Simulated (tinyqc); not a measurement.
Plane-wave Kohn-Sham cycle with exchange-only LDA in a layered model solid, step by step. Computed by tinyqc, a small Python program that keeps every step. Settings: points = 16, plane-wave index or count = 3, electrons = 2, k points = 2, area = 40.0, mixing = 0.5, iteration cap = 69. Command: `OMP_NUM_THREADS=1 python tinyqc.py 27297 27298 out.jsonl` (the two numbers bound the seeds that draw the settings). One thread of a shared host (Intel(R) Xeon(R) Processor @ 2.60GHz), about 0.01 s of CPU time with the checks. Later iterations appear only in the table of the cycle.

## Iteration 1: potential

A solid whose potential varies along x alone (atomic units):
```
parameter                      value
period a                   13.000000
cross-section of the cell  40.000000
electrons per cell                 2
grid points                       16
plane waves -n..n, n               3
k points                           2
V1 in V1 cos(2 pi x/a)     -0.270000
V2 in V2 cos(4 pi x/a)     -0.240000
```

density at the start, on the grid x_j = j a/N (e/bohr^3): [0.00384615, 0.00384615, 0.00384615, 0.00384615, 0.00384615, 0.00384615, 0.00384615, 0.00384615, 0.00384615, 0.00384615, 0.00384615, 0.00384615, 0.00384615, 0.00384615, 0.00384615, 0.00384615]

V_H(G) = 4 pi rho(G)/G^2 for G != 0 (uniform background); v_x = -(3 rho/pi)^(1/3); V = V_ext + V_H + v_x; Fourier components f(G_m) = (1/N) sum_j f(x_j) exp(-i G_m x_j).

Potentials on the grid (hartree):
```
x              V_ext       V_H        v_x          V
0.000000   -0.510000  0.000000  -0.154288  -0.664288
0.812500   -0.419153  0.000000  -0.154288  -0.573441
1.625000   -0.190919  0.000000  -0.154288  -0.345207
2.437500    0.066381  0.000000  -0.154288  -0.087907
3.250000    0.240000  0.000000  -0.154288   0.085712
4.062500    0.273030  0.000000  -0.154288   0.118742
4.875000    0.190919  0.000000  -0.154288   0.036631
5.687500    0.079742  0.000000  -0.154288  -0.074546
6.500000    0.030000  0.000000  -0.154288  -0.124288
7.312500    0.079742  0.000000  -0.154288  -0.074546
8.125000    0.190919  0.000000  -0.154288   0.036631
8.937500    0.273030  0.000000  -0.154288   0.118742
9.750000    0.240000  0.000000  -0.154288   0.085712
10.562500   0.066381  0.000000  -0.154288  -0.087907
11.375000  -0.190919  0.000000  -0.154288  -0.345207
12.187500  -0.419153  0.000000  -0.154288  -0.573441
```

V(G_m), m = 0, 1, 2, ... (hartree): [-0.154288, -0.135000, -0.120000, 0.000000, 0.000000, 0.000000, 0.000000]

## Iteration 1: Hamiltonian at one k

k = 0.250000 2 pi / a

H(m,m') = (k + G_m)^2/2 delta + V(G_m - G_m'), with V(-G) = V(G).

H (hartree), order -3, -2, -1, +0, +1, +2, +3:
$$\begin{pmatrix}
0.729012 & -0.135000 & -0.120000 & 0.000000 & 0.000000 & 0.000000 & 0.000000 \\
-0.135000 & 0.203412 & -0.135000 & -0.120000 & 0.000000 & 0.000000 & 0.000000 \\
-0.120000 & -0.135000 & -0.088588 & -0.135000 & -0.120000 & 0.000000 & 0.000000 \\
0.000000 & -0.120000 & -0.135000 & -0.146988 & -0.135000 & -0.120000 & 0.000000 \\
0.000000 & 0.000000 & -0.120000 & -0.135000 & 0.028212 & -0.135000 & -0.120000 \\
0.000000 & 0.000000 & 0.000000 & -0.120000 & -0.135000 & 0.437012 & -0.135000 \\
0.000000 & 0.000000 & 0.000000 & 0.000000 & -0.120000 & -0.135000 & 1.079412
\end{pmatrix}$$

## Iteration 1: levels at that k

Diagonalise the Hermitian matrix.

eigenvalues (hartree): [-0.421699, -0.024554, 0.053827, 0.269471, 0.476605, 0.772394, 1.115439]

## Iteration 1: new density

Motion across x is left out: the lowest 1 band(s) hold two electrons at each of the k points (j + 1/2)/nk - 1/2. Residual R = rho(out) - rho(in); rho(new) = rho(in) + 0.5 R. rho(out) = 2/(a A nk) sum |psi|^2 with psi = sum c exp(i G x). Harris energy E = band energy - dV sum rho (V_H/2 + v_x) + (3/4) dV sum rho v_x with rho(in), dV = a A/N, band energy = (2/nk) sum of the filled levels.

rho(out) (e/bohr^3): [0.01810583, 0.01382786, 0.00606265, 0.00149480, 0.00024311, 0.00005802, 0.00002581, 0.00000394, 0.00000027, 0.00000394, 0.00002581, 0.00005802, 0.00024311, 0.00149480, 0.00606265, 0.01382786]

density after iteration 1 (e/bohr^3): [0.01097599, 0.00883701, 0.00495440, 0.00267048, 0.00204463, 0.00195208, 0.00193598, 0.00192505, 0.00192321, 0.00192505, 0.00193598, 0.00195208, 0.00204463, 0.00267048, 0.00495440, 0.00883701]

energy per cell = -0.76625357 hartree

## Iteration 2: potential

As before.

Potentials on the grid (hartree):
```
x              V_ext        V_H        v_x          V
0.000000   -0.510000   0.216689  -0.218846  -0.512157
0.812500   -0.419153   0.188710  -0.203591  -0.434034
1.625000   -0.190919   0.120556  -0.167876  -0.238238
2.437500    0.066381   0.041950  -0.136622  -0.028291
3.250000    0.240000  -0.028082  -0.124986   0.086932
4.062500    0.273030  -0.083503  -0.123071   0.066456
4.875000    0.190919  -0.123253  -0.122732  -0.055066
5.687500    0.079742  -0.147158  -0.122500  -0.189916
6.500000    0.030000  -0.155133  -0.122461  -0.247594
7.312500    0.079742  -0.147158  -0.122500  -0.189916
8.125000    0.190919  -0.123253  -0.122732  -0.055066
8.937500    0.273030  -0.083503  -0.123071   0.066456
9.750000    0.240000  -0.028082  -0.124986   0.086932
10.562500   0.066381   0.041950  -0.136622  -0.028291
11.375000  -0.190919   0.120556  -0.167876  -0.238238
12.187500  -0.419153   0.188710  -0.203591  -0.434034
```

V(G_m), m = 0, 1, 2, ... (hartree): [-0.146504, -0.065450, -0.116874, -0.001080, 0.000045, 0.000391, 0.000172]

## Iteration 2: Hamiltonian at one k

k = 0.250000 2 pi / a

As before.

H (hartree), order -3, -2, -1, +0, +1, +2, +3:
$$\begin{pmatrix}
0.736796 & -0.065450 & -0.116874 & -0.001080 & 0.000045 & 0.000391 & 0.000172 \\
-0.065450 & 0.211196 & -0.065450 & -0.116874 & -0.001080 & 0.000045 & 0.000391 \\
-0.116874 & -0.065450 & -0.080804 & -0.065450 & -0.116874 & -0.001080 & 0.000045 \\
-0.001080 & -0.116874 & -0.065450 & -0.139204 & -0.065450 & -0.116874 & -0.001080 \\
0.000045 & -0.001080 & -0.116874 & -0.065450 & 0.035996 & -0.065450 & -0.116874 \\
0.000391 & 0.000045 & -0.001080 & -0.116874 & -0.065450 & 0.444796 & -0.065450 \\
0.000172 & 0.000391 & 0.000045 & -0.001080 & -0.116874 & -0.065450 & 1.087197
\end{pmatrix}$$

## Iteration 2: levels at that k

As before.

eigenvalues (hartree): [-0.291839, -0.075556, 0.072491, 0.253577, 0.472177, 0.759648, 1.105475]

## Iteration 2: new density

As before.

rho(out) (e/bohr^3): [0.01719171, 0.01338822, 0.00629867, 0.00183443, 0.00041461, 0.00013589, 0.00007103, 0.00002607, 0.00000890, 0.00002607, 0.00007103, 0.00013589, 0.00041461, 0.00183443, 0.00629867, 0.01338822]

density after iteration 2 (e/bohr^3): [0.01408385, 0.01111261, 0.00562654, 0.00225246, 0.00122962, 0.00104399, 0.00100351, 0.00097556, 0.00096605, 0.00097556, 0.00100351, 0.00104399, 0.00122962, 0.00225246, 0.00562654, 0.01111261]

energy per cell = -0.58474328 hartree

## Convergence

Stop when sqrt(dV sum R^2) is below 1e-8, dV = a A/N.

Course of the cycle:
```
iteration  E (hartree)  norm of the residual
1          -0.76625357              1.34e-01
2          -0.58474328              6.11e-02
3          -0.54519413              2.45e-02
4          -0.53949390              6.71e-03
5          -0.53919927              1.63e-03
6          -0.53921290              8.56e-04
7          -0.53921836              4.51e-04
8          -0.53921989              2.33e-04
9          -0.53922032              1.20e-04
10         -0.53922044              6.23e-05
11         -0.53922047              3.23e-05
...                ...                   ...
14         -0.53922049              4.54e-06
15         -0.53922049              2.37e-06
16         -0.53922049              1.24e-06
17         -0.53922049              6.49e-07
18         -0.53922049              3.40e-07
19         -0.53922049              1.79e-07
20         -0.53922049              9.41e-08
21         -0.53922049              4.97e-08
22         -0.53922049              2.63e-08
23         -0.53922049              1.39e-08
24         -0.53922049              7.38e-09
```

Converged in 24 iterations. Before convergence this energy mixes input and output and is not variational, so it may rise towards its limit.
